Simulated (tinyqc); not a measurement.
Worked calculation: sp3 tight binding, zinc-blende lattice. One step of it, computed by the program tinyqc.

Question. Levels at k. Diagonalise the Hermitian matrix.

H(k) at k (eV), order a s, a px, a py, a pz, c s, c px, c py, c pz:
```
[[-15.420000, 0.000000, 0.000000, 0.000000, -8.030969+0.323934i, 0.962152-1.572523i, -0.351501+4.304422i, 1.105188-1.369004i],
 [0.000000, -6.930000, 0.000000, 0.000000, -0.962152+1.572523i, 2.836810-0.114425i, 1.323025-1.638842i, -0.420783+5.152844i],
 [0.000000, 0.000000, -6.930000, 0.000000, 0.351501-4.304422i, 1.323025-1.638842i, 2.836810-0.114425i, 1.151797-1.882475i],
 [0.000000, 0.000000, 0.000000, -6.930000, -1.105188+1.369004i, -0.420783+5.152844i, 1.151797-1.882475i, 2.836810-0.114425i],
 [-8.030969-0.323934i, -0.962152-1.572523i, 0.351501+4.304422i, -1.105188-1.369004i, -15.420000, 0.000000, 0.000000, 0.000000],
 [0.962152+1.572523i, 2.836810+0.114425i, 1.323025+1.638842i, -0.420783-5.152844i, 0.000000, -6.930000, 0.000000, 0.000000],
 [-0.351501-4.304422i, 1.323025+1.638842i, 2.836810+0.114425i, 1.151797+1.882475i, 0.000000, 0.000000, -6.930000, 0.000000],
 [1.105188+1.369004i, -0.420783-5.152844i, 1.151797+1.882475i, 2.836810+0.114425i, 0.000000, 0.000000, 0.000000, -6.930000]]
```

Give: eigenvalues; weights |c|^2 of the basis functions.

Answer.

eigenvalues (eV): [-24.6604, -15.0083, -13.1375, -12.4846, -4.2557, -2.3371, -0.7336, 0.1973]

weights |c|^2 of the basis functions, order a s, a px, a py, a pz, c s, c px, c py, c pz:
```
[[0.4715, 0.1283, 0.0007, 0.0381, 0.3176, 0.0152, 0.0002, 0.0283],
 [0.0037, 0.1280, 0.2211, 0.1315, 0.0354, 0.0288, 0.2623, 0.1893],
 [0.0220, 0.1158, 0.0027, 0.2562, 0.0988, 0.4312, 0.0002, 0.0731],
 [0.0028, 0.1278, 0.2755, 0.0742, 0.0481, 0.0249, 0.2374, 0.2093],
 [0.4715, 0.1283, 0.0007, 0.0381, 0.3176, 0.0152, 0.0002, 0.0283],
 [0.0037, 0.1280, 0.2211, 0.1315, 0.0354, 0.0288, 0.2623, 0.1893],
 [0.0220, 0.1158, 0.0027, 0.2562, 0.0988, 0.4312, 0.0002, 0.0731],
 [0.0028, 0.1278, 0.2755, 0.0742, 0.0481, 0.0249, 0.2374, 0.2093]]
```
